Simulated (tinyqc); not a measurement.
Stress in a transistor channel from embedded alloy regions, liners and fins, by half-space elasticity: one step, computed by the program tinyqc.

Plane strain in an isotropic half-space, the same constants everywhere; x along the channel from its centre, y downwards from the free surface; stress is positive in tension.

Question. A stressed liner, as two edge forces. The liner over source and drain ends at the gate, x = -/+ L/2, and pulls there with the force per width F = (liner stress) t along the surface. A tangential line force gives s_xx = (2 F/pi) X^3/(X^2 + y^2)^2 at the distance X; two of them add at the centre, X = L/2. For L > 3.5 y the concentrated force is an upper bound.

Inputs (values chosen for the exercise, modelled on silicon):
```
quantity                    value  unit
channel length L               98    nm
depth of the field point y    3.2    nm
liner stress                   -3   GPa
liner thickness t              15    nm
```

Give: edge force F; s_xx from the liner.

Answer.

edge force F = -45 N/m

s_xx from the liner = -1159 MPa
